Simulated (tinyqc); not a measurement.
What each parameter does: linear model of a band gap against the share of exact exchange.

E(alpha) = E0 + S alpha. A wider gap screens less, modelled in the Penn form eps(alpha) = 1 + (e0 - 1)(EP/(EP + S alpha))^2 with a scale EP chosen for the exercise. A dielectric-dependent hybrid takes alpha = 1/eps.

Values chosen for the exercise (of the order of those of Ge; not measured data):
- E0 = 0.08 eV (gap of the semi-local functional)
- S = 5.05 eV (slope dE/d(alpha))
- e0 = 16.96 (optical dielectric constant at alpha = 0)
- EP = 8.4 eV (energy scale of the screening)

Fixed point alpha = 1/eps(alpha), gap and eps there.

Results for these values:
```
case   alpha  E (eV)     eps
base  0.0632   0.399  15.812
```

What happens to each result for EP = 7.56 eV, all else kept?

Answer: alpha rises from 0.0632 to 0.0638; E rises from 0.399 to 0.402; eps falls from 15.812 to 15.683.

The same for each parameter in turn:
```
case            alpha  E (eV)     eps
base           0.0632   0.399  15.812
E0 = 0.088 eV  0.0632   0.407  15.812
S = 5.555 eV   0.0637   0.434  15.696
e0 = 15.264    0.0708   0.438  14.123
EP = 7.56 eV   0.0638   0.402  15.683
```

Run: tinyqc, `OMP_NUM_THREADS=1 python tinyqc.py 1880514 1880515 out.jsonl`; Intel(R) Xeon(R) Processor @ 2.30GHz, one thread, shared host; about 0.01 s of CPU time with all checks.
